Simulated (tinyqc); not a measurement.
Strain as a design knob: strained quantum well: band edges, subbands and transparency.

Growth on (001), barriers unstrained: tr(e) = e (2 - nu2), Z = b e (1 + nu2); Ec = Ev + Eg + ac tr(e), E_HH = Ev + av tr(e) + Z, E_LH = Ev + av tr(e) - Z (coupling to the split-off band left out).

Masses along z: me, 1/(g1 - 2 g2) for HH, 1/(g1 + 2 g2) for LH, likewise in the barrier; in the plane me, 1/(g1 + g2) for HH and 1/(g1 - g2) for LH (no mixing, which understates the hole masses away from k = 0). Level n solves k L + 2 atan[(k/m)/(kappa/mb)] = n pi, k = sqrt(m E/c), kappa = sqrt(mb (V - E)/c), c = hbar^2/2m0.

Transparency (Bernard-Duraffourg): Fc - Fv equals the lowest transition energy with n = p, n = sum m/(2 pi c) kB T ln(1 + exp((Fc - E)/kB T)) and p likewise over the listed subbands; c = hbar^2/2m0, 1/angstrom^2 = 1e16/cm^2.

Constants: hbar^2/2m0 = 3.80998211 eV angstrom^2; kB = 8.617333262e-05 eV/K; hc = 1239.841984 eV nm.

Inputs chosen for the exercise (near those of an InGaAs/AlGaAs well; shifted at random, so the results belong to these values and not to a real crystal):
- nu2 = 0.949 (2 C12/C11)
- Eg = 1.144 eV (unstrained gap of the well)
- Ev = -0.76 eV (its valence edge)
- ac = -6.77 eV
- av = 1.13 eV (Ev moves by av tr(e))
- b = -1.96 eV (shear potential)
- Egb = 1.664 eV (gap of the barrier)
- Evb = -0.905 eV (its valence edge)
- L = 74 angstrom (well width)
- me = 0.0578 m0 (electron mass)
- g1 = 9.45 (gamma1)
- g2 = 3.28 (gamma2)
- meb = 0.084 m0
- g1b = 6.3
- g2b = 1.8
- T = 300 K (temperature)
- es = (-0.02, -0.014, -0.008, -0.003, 0, 0.003, 0.007, 0.012) (strains)

Only the strain is changed; the unstrained gap and the masses are kept.

Results:
```
e (%)  wavelength (nm)  top hole  hh1 - lh1 (meV)  n_tr (1e12/cm^2)  share in top
-2.0               956       hh1              161             0.569          0.77
-1.4               974       hh1              122             0.573          0.76
-0.8               994       hh1               81             0.591          0.71
-0.3              1010       hh1               46             0.646          0.58
0.0               1021       hh1               25             0.716          0.45
0.3               1032       hh1                4             0.827          0.32
0.7               1068       lh1              -25             0.772          0.78
1.2               1124       lh1              -60             0.720          0.92
```

What can be read from this table?

n_tr is largest at e = +0.3 % (0.83), where hh1 - lh1 = 4 meV and the top subband holds 32 % of the holes, and smallest, 0.57, at -2.0 and -1.4 %. The top hole level turns from hh to lh, and the light from TE to TM, between +0.3 and +0.7 %. The wavelength runs from 956 to 1124 nm.

(tinyqc, `OMP_NUM_THREADS=1 python tinyqc.py 1281321 1281322 out.jsonl`, Intel(R) Xeon(R) Processor @ 2.30GHz, 1 thread, shared host, about 0.02 s.)
